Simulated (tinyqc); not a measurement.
# Valence-band offset from core levels (Kraut method), with the dipole against the affinity rule, step by step

Program tinyqc, `OMP_NUM_THREADS=1 python tinyqc.py 2410001 2410002 out.jsonl`; Intel Xeon 2.30GHz, shared host, one thread, about 0.01 s. Printed values are rounded.

Binding energies are counted downwards from the Fermi level. dEv > 0 means that the valence edge of B lies below that of A, dEc > 0 that the conduction edge of B lies above that of A; dEc + dEv = EgB - EgA. The spectra are made-up values treated as data.

Inputs (values chosen for the exercise); gaps and affinities close to those of In0.53Ga0.47As (A) and aluminium oxide (B):
```
symbol,value,unit,meaning
EgA,0.74,eV,gap of the substrate A
EgB,8.94,eV,gap of the overlayer B
chiA,4.44,eV,electron affinity of A
chiB,0.99,eV,electron affinity of B
cA,77.64,eV,core level of bare A
cB,99.95,eV,core level of thick B
vB,2.22,eV,valence-band maximum of thick B
ei,6.8,,relative permittivity inside the dipole layer
dd,0.17,nm,thickness of the dipole layer
iA,77.26,eV,core level of A under a thin film of B
iB,102.83,eV,core level of B in that thin film
bg,63,,background counts in the gap
```

Constants: q = 1.602176634e-19 C, eps0 = 8.8541878128e-14 F/cm where lengths are in cm. Results are converted to the units shown.

## Valence-band maximum of bare A

```
point  binding energy (eV)  counts on the leading edge
0                     0.54                         315
1                     0.66                         435
2                     0.78                         562
3                      0.9                         671
4                     1.02                         794
5                     1.14                         915
```

Fit a straight line to the leading edge by least squares; the maximum vA lies where it meets the background.

slope = 996.6667 counts/eV
intercept = -221.8667 counts
vA = 0.2858194 eV

## Offsets

dEv = (iB - iA) - (cB - vB) + (cA - vA), dEc = EgB - EgA - dEv.

cA - vA = 77.35418 eV
cB - vB = 97.73 eV
iB - iA = 25.57 eV
dEv = 5.194181 eV
dEc = 3.005819 eV

The alignment is type I (straddling). Both offsets exceed 1 eV, the usual requirement for a gate dielectric. A rigid shift of all levels, by charging or doping, cancels in the differences.

## Interface dipole

The affinity rule gives dEc(0) = chiA - chiB; the dipole step is D = dEc - dEc(0), and two sheets of opposite charge dd apart hold N = eps0 ei |D|/(q dd).

dEc(0) = 3.45 eV
D = -0.4441806 eV
N = 9.818789e13 cm^-2
field in the dipole layer = 26.12827 MV/cm

N is 0.14 elementary charges for each of about 7e14 surface atoms per cm^2.
